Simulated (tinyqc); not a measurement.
Worked calculation: correction of a charged-defect supercell by a model charge and potential alignment (plane-averaged potentials). Computed by tinyqc, a small Python program that keeps every step. Command: `OMP_NUM_THREADS=1 python tinyqc.py 3110572 3110573 out.jsonl align walk`. One thread of a shared host (Intel(R) Xeon(R) Processor @ 2.30GHz), about 0.01 s of CPU time with the checks. Intermediate numbers are printed to about 6 digits and carried at full precision; extremes and crossings named in words are read from the listed rows.

The "true" defect charge is (1 - x) q in a Gaussian of width sigma plus x q in one of width sigma_t, so the exact answer is known; the correction sees only a single model Gaussian of width sigma_m. A Gaussian of width s has the transform rho(G) = exp(-G^2 s^2/2), normalised to 1. A uniform background cancels q, so G = 0 is left out. Potentials are those felt by a unit positive charge. E_0 is the formation energy of the isolated defect, E_cell its value in the supercell, E_lat = E_iso - E_per of the model charge, C the true less the model potential far from the defect; the exact correction is E_0 - E_cell, and the error of a scheme is E_cell plus its correction less E_0.

Inputs (values chosen for the exercise, with screening close to that of diamond):
```
quantity                                     value      unit
defect charge q                                 -3         e
dielectric constant eps                       5.73         -
edge of the cubic cell L                      9.27  angstrom
width sigma of the true defect charge         0.74  angstrom
width sigma_m of the model charge             0.63  angstrom
share x of the charge in a wide tail             0         -
width sigma_t of the tail                      1.4  angstrom
formation energy of the isolated defect E_0   3.15        eV
```

Constants: e^2/(4 pi eps_0) = 14.39964548 eV angstrom.

## The supercell energy and its true error

Periodic energy E_per = (2 pi q^2/(eps L^3)) (e^2/(4 pi eps_0)) sum_(G != 0) rho(G)^2/G^2, G = (2 pi/L)(n1, n2, n3), |n_i| <= 16. Isolated energy: two Gaussians of charges q_a, q_b and widths a, b interact by q_a q_b (e^2/(4 pi eps_0 eps)) sqrt(2/pi)/sqrt(a^2 + b^2), and the self-energy is half the sum over pairs. Supercell value E_cell = E_0 + E_per - E_iso for the true charge.

E_iso, true charge = 8.62190 eV

E_per, true charge = 5.25832 eV

E_cell = -0.213576 eV

exact correction = 3.36358 eV

## Lattice energy of the model charge

E_lat = E_iso - E_per for the model charge; point-charge value alpha q^2 e^2/(4 pi eps_0 eps 2 L) with alpha = 2.837297.

E_iso, model = 10.1273 eV

E_per, model = 6.73685 eV

E_lat = 3.39046 eV

point-charge value = 3.46126 eV

## Plane-averaged potentials

Plane-averaged potential at distance z from the defect: V(z) = (4 pi q/(eps L^3)) (e^2/(4 pi eps_0 e)) sum_(m != 0) rho(G_m) cos(G_m z)/G_m^2, G_m = 2 pi m/L, |m| <= 40.

Potentials (V):
```
z/L   z (angstrom)       true      model  difference
0.00        0.0000  -0.558755  -0.598175   0.0394193
0.05        0.4635  -0.509695  -0.539167   0.0294719
0.10        0.9270  -0.383289  -0.393648   0.0103583
0.15        1.3905  -0.223182  -0.220416  -0.0027662
0.20        1.8540  -0.065021  -0.057344  -0.0076778
0.25        2.3175   0.074089   0.082876  -0.0087867
0.30        2.7810   0.188886   0.197831  -0.0089455
0.35        3.2445   0.278295   0.287255  -0.0089604
0.40        3.7080   0.342169   0.351130  -0.0089613
0.45        4.1715   0.380493   0.389455  -0.0089613
0.50        4.6350   0.393268   0.402230  -0.0089613
```

The difference moves by 0.00 mV between z/L = 0.4 and 0.5: a plateau.

## Alignment and corrected energy

C = difference at z = L/2; E_corr = E_cell + E_lat - q C. For charges that have died out at L/2, C = (2 pi q/(eps L^3)) (e^2/(4 pi eps_0 e)) (<s^2> - sigma_m^2), <s^2> = (1 - x) sigma^2 + x sigma_t^2.

alignment C = -0.00896133 V

C, closed form = -0.00896133 V

E_corr = 3.15000 eV

error with alignment (rounded to 1e-4 meV) = 0 meV

error without alignment = 26.8840 meV

error with the point-charge term alone = 97.6880 meV

error without correction = -3363.58 meV

Errors are measured against E_0. Alignment cuts the error of the model charge from 27 to below 0.001 meV.

## Errors against cell size

Schemes: none; point-charge term alpha q^2 e^2/(4 pi eps_0 eps 2 L), alpha = 2.837297; E_lat of the model; E_lat - q C with C at z = L/2.

Error against E_0 (meV):
```
L (angstrom)      none  point charge  model charge  model and alignment
6.49          -4659.23       284.674       78.3427            0.0118832
7.88          -3912.78       159.039       43.7677            0.0000604
9.27          -3363.58        97.688       26.8840            0.0000001
11.10         -2833.72        56.900       15.6590            0.0000000
```

Between the last two rows the uncorrected error scales as L^-0.95 and the point-charge remainder as L^-3.00. With alignment the error is 0.0 meV in the smallest cell and 0.00 meV in the largest.

Checks made by the program: E_lat against the point-charge value less 2 pi q^2 sigma_m^2 e^2/(4 pi eps_0 eps L^3) (relative difference 2e-07).
